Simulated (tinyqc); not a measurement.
Inside a calculation. Method: RKS/exchange-only LDA in the 6-31g basis, for He, spin multiplicity 1. Computed by tinyqc, a small Python program that keeps every step (integrals from PySCF). Settings: charge = 0, multiplicity = 1, basis = 6-31g, energy threshold = 1e-10, iteration cap = 69, orthogonalisation = symmetric, start = atomic densities, DIIS depth = 8, shift = 0.5, method = RKS, functional = Slater exchange alone, grid = [20, 26]. Command: `OMP_NUM_THREADS=1 python tinyqc.py 28316 28317 out.jsonl` (the two numbers bound the seeds that draw the settings). One thread of a shared host (Intel(R) Xeon(R) Processor @ 2.60GHz), about 0.09 s of CPU time with the checks. Later iterations appear only in the table of the cycle.

## One-electron integrals

Geometry (angstrom):
```
atom        x        y        z
He    0.00000  0.00000  0.00000
```

Basis 6-31g: exponents (1/bohr^2) and contraction coefficients of normalised primitives:
```
element  l (shell)  exponent  coefficient
He           s (1)  38.42163      0.04014
He           s (1)   5.77803      0.26125
He           s (1)   1.24177      0.79318
He           s (2)   0.29796      1.00000
```

Overlap, kinetic and nuclear-attraction integrals over the contracted functions; the nuclear repulsion is the sum of Za Zb / Rab.

nuclear repulsion = 0 hartree

overlap S:
```
         1He 1s   1He 2s
1He 1s  1.00000  0.63415
1He 2s  0.63415  1.00000
```

kinetic energy T (hartree):
```
         1He 1s   1He 2s
1He 1s  2.92565  0.46723
1He 2s  0.46723  0.44695
```

nuclear attraction V (hartree):
```
          1He 1s    1He 2s
1He 1s  -4.80528  -2.01364
1He 2s  -2.01364  -1.74214
```

core Hamiltonian H = T + V (hartree):
```
          1He 1s    1He 2s
1He 1s  -1.87963  -1.54641
1He 2s  -1.54641  -1.29519
```

## Two-electron integrals

Functions are numbered as in S; the eight-fold symmetry (ij|kl) = (ji|kl) = (kl|ij) leaves the list below.

Two-electron integrals (ij|kl) in chemists' order, unique and non-zero (hartree):
```
(11|11) 1.54394   (21|11) 0.78545   (21|21) 0.42703   (22|11) 0.80395
(22|21) 0.47619   (22|22) 0.61594
```

## Orthogonalisation

S = U s U^T; symmetric (Loewdin) form X = U s^(-1/2) U^T, so that X^T S X = 1.

eigenvalues of S: 0.36585  1.63415

X:
```
          1He 1s    1He 2s
1He 1s   1.21777  -0.43551
1He 2s  -0.43551   1.21777
```

## Starting guess

The start is atomic minimal-basis densities projected into this basis (PySCF's MINAO start) and scaled to the electron count of each spin; this density is not idempotent, so its energy is not variational and may lie below the converged one.

D at the start:
```
         1He 1s   1He 2s
1He 1s  0.69489  0.60867
1He 2s  0.60867  0.53315
```

## Iteration 1: exchange-correlation on the grid

Becke grid with 20 radial and 26 angular points per atom, points of zero weight dropped. rho = sum D_ij phi_i phi_j; V_xc,ij = sum w v_xc phi_i phi_j; v_xc is d(rho eps)/d rho.

The 16 grid points with the largest w rho, of 520 (bohr, atomic units):
```
x                y         z        w      rho    eps_xc      v_xc
-0.76970   0.00000   0.00000  0.08738  0.21197  -0.44036  -0.58715
0.00000    0.00000   0.76970  0.08738  0.21197  -0.44036  -0.58715
0.76970    0.00000   0.00000  0.08738  0.21197  -0.44036  -0.58715
0.00000    0.00000  -0.76970  0.08738  0.21197  -0.44036  -0.58715
0.00000    0.76970   0.00000  0.08738  0.21197  -0.44036  -0.58715
0.00000   -0.76970   0.00000  0.08738  0.21197  -0.44036  -0.58715
-1.04508   0.00000   0.00000  0.19975  0.08728  -0.32761  -0.43682
1.04508    0.00000   0.00000  0.19975  0.08728  -0.32761  -0.43682
0.00000   -1.04508   0.00000  0.19975  0.08728  -0.32761  -0.43682
0.00000    0.00000   1.04508  0.19975  0.08728  -0.32761  -0.43682
0.00000    0.00000  -1.04508  0.19975  0.08728  -0.32761  -0.43682
0.00000    1.04508   0.00000  0.19975  0.08728  -0.32761  -0.43682
-0.54954   0.00000   0.00000  0.03525  0.45404  -0.56765  -0.75687
0.00000    0.54954   0.00000  0.03525  0.45404  -0.56765  -0.75687
0.54954    0.00000   0.00000  0.03525  0.45404  -0.56765  -0.75687
0.00000    0.00000   0.54954  0.03525  0.45404  -0.56765  -0.75687
```

electrons on the grid, sum of w rho = 2.00000

E_xc = sum of w rho eps_xc = -0.8821125 hartree

V_xc (hartree):
```
          1He 1s    1He 2s
1He 1s  -0.76840  -0.37690
1He 2s  -0.37690  -0.34397
```

## Iteration 1: building the Kohn-Sham matrix

J_ij = sum D_kl (ij|kl); F = H + J + V_xc; E = tr D H + tr D J / 2 + E_xc + E_nn.

Coulomb J (hartree):
```
         1He 1s   1He 2s
1He 1s  2.45763  1.31951
1He 2s  1.31951  1.46672
```

Kohn-Sham matrix F (hartree):
```
          1He 1s    1He 2s
1He 1s  -0.19040  -0.60380
1He 2s  -0.60380  -0.17244
```

total energy of this density = -2.7132435 hartree

This density is the starting one; it is not idempotent, so its energy is not variational and may lie below the converged one.

## Iteration 1: diagonalisation and new density

A level shift of 0.5 hartree raises the virtual space: F + shift (S - S D(s) S), with D(s) the density of one spin (D/2). Diagonalise F' = X^T F X, C = X C', fill 1 alpha and 1 beta electrons from the bottom; D = 2 C_occ C_occ^T. Each column has its largest component positive (the first on a tie).

F' = X^T F X (hartree):
```
          1         2
1   0.55976  -1.06702
2  -1.06702   0.61424
```

orbital energies (hartree): MO1 -0.48037, MO2 1.65437

coefficients C:
```
            MO1       MO2
1He 1s  0.56802  -1.16189
1He 2s  0.53818   1.17601
```

D after iteration 1:
```
         1He 1s   1He 2s
1He 1s  0.64529  0.61139
1He 2s  0.61139  0.57928
```

## Iteration 2: exchange-correlation on the grid

As before.

The 16 grid points with the largest w rho, of 520 (bohr, atomic units):
```
x                y         z        w      rho    eps_xc      v_xc
-0.76970   0.00000   0.00000  0.08738  0.20932  -0.43852  -0.58469
0.00000    0.00000   0.76970  0.08738  0.20932  -0.43852  -0.58469
0.76970    0.00000   0.00000  0.08738  0.20932  -0.43852  -0.58469
0.00000    0.00000  -0.76970  0.08738  0.20932  -0.43852  -0.58469
0.00000    0.76970   0.00000  0.08738  0.20932  -0.43852  -0.58469
0.00000   -0.76970   0.00000  0.08738  0.20932  -0.43852  -0.58469
-1.04508   0.00000   0.00000  0.19975  0.08799  -0.32849  -0.43799
1.04508    0.00000   0.00000  0.19975  0.08799  -0.32849  -0.43799
0.00000   -1.04508   0.00000  0.19975  0.08799  -0.32849  -0.43799
0.00000    0.00000   1.04508  0.19975  0.08799  -0.32849  -0.43799
0.00000    0.00000  -1.04508  0.19975  0.08799  -0.32849  -0.43799
0.00000    1.04508   0.00000  0.19975  0.08799  -0.32849  -0.43799
-0.54954   0.00000   0.00000  0.03525  0.44147  -0.56237  -0.74982
0.00000    0.54954   0.00000  0.03525  0.44147  -0.56237  -0.74982
0.54954    0.00000   0.00000  0.03525  0.44147  -0.56237  -0.74982
0.00000    0.00000   0.54954  0.03525  0.44147  -0.56237  -0.74982
```

electrons on the grid, sum of w rho = 2.00000

E_xc = sum of w rho eps_xc = -0.8621487 hartree

V_xc (hartree):
```
          1He 1s    1He 2s
1He 1s  -0.76084  -0.37489
1He 2s  -0.37489  -0.34553
```

## Iteration 2: building the Kohn-Sham matrix

As before.

Coulomb J (hartree):
```
         1He 1s   1He 2s
1He 1s  2.42244  1.30485
1He 2s  1.30485  1.45786
```

Kohn-Sham matrix F (hartree):
```
          1He 1s    1He 2s
1He 1s  -0.21802  -0.61644
1He 2s  -0.61644  -0.18286
```

total energy of this density = -2.7146405 hartree

## Iteration 2: DIIS over 2 matrices

error matrix X^T (FDS - SDF) X:
```
         1         2
1  0.00000  -0.00368
2  0.00368   0.00000
```

B (overlaps of the stored error matrices):
```
                1               2
1   1.2501542e-02  -5.8231209e-04
2  -5.8231209e-04   2.7123643e-05
```

Minimise |sum c_i e_i|^2 with sum c_i = 1: solve [B -1; -1 0][c; lambda] = [0; -1] with B_ij = tr e_i^T e_j, and take F = sum c_i F_i.

DIIS coefficients: 0.04451  0.95549

extrapolated F (hartree):
```
          1He 1s    1He 2s
1He 1s  -0.21679  -0.61588
1He 2s  -0.61588  -0.18240
```

## Iteration 2: diagonalisation and new density

As before.

F' = X^T F X (hartree):
```
          1         2
1   0.54079  -1.06836
2  -1.06836   0.59804
```

orbital energies (hartree): MO1 -0.49932, MO2 1.63816

coefficients C:
```
            MO1       MO2
1He 1s  0.56875  -1.16153
1He 2s  0.53744   1.17635
```

D after iteration 2:
```
         1He 1s   1He 2s
1He 1s  0.64696  0.61134
1He 2s  0.61134  0.57768
```

## Iteration 8 (converged): orbitals

converged F (hartree):
```
          1He 1s    1He 2s
1He 1s  -0.21680  -0.61588
1He 2s  -0.61588  -0.18240
```

Diagonalise F' = X^T F X, C = X C', fill 1 alpha and 1 beta electrons from the bottom; D = 2 C_occ C_occ^T. Each column has its largest component positive (the first on a tie).

F' = X^T F X (hartree):
```
          1         2
1   0.29717  -0.81844
2  -0.81844   0.34166
```

orbital energies (hartree): MO1 -0.49932, MO2 1.13815

coefficients C:
```
            MO1       MO2
1He 1s  0.56898  -1.16142
1He 2s  0.53721   1.17645
```

D after iteration 8:
```
         1He 1s   1He 2s
1He 1s  0.64747  0.61132
1He 2s  0.61132  0.57719
```

## Convergence

Stop when the energy changes by less than 1e-10 hartree and every element of the error matrix X^T (F D S - S D F) X is below 3e-06.

Course of the cycle:
```
iteration  E (hartree)     change  largest element of the error matrix
1           -2.7132435          -                             7.91e-02
2           -2.7146405  -1.40e-03                             3.68e-03
3           -2.7146433  -2.87e-06                             8.63e-04
4           -2.7146435  -1.57e-07                             2.03e-04
5           -2.7146435  -8.69e-09                             4.83e-05
6           -2.7146435  -4.89e-10                             1.19e-05
7           -2.7146435  -2.92e-11                             3.26e-06
8           -2.7146435  -2.07e-12                             1.16e-06
```

PySCF RKS in the same basis, fine grid = -2.7146414 hartree

Converged in 8 iterations. The coarse grid moves the energy by -2.11e-06 hartree.

## Populations

Mulliken: Z minus the diagonal of D S on the atom; Loewdin: the same with S^(1/2) D S^(1/2).

Charges (e):
```
atom  Mulliken  Loewdin
1He          0        0
```
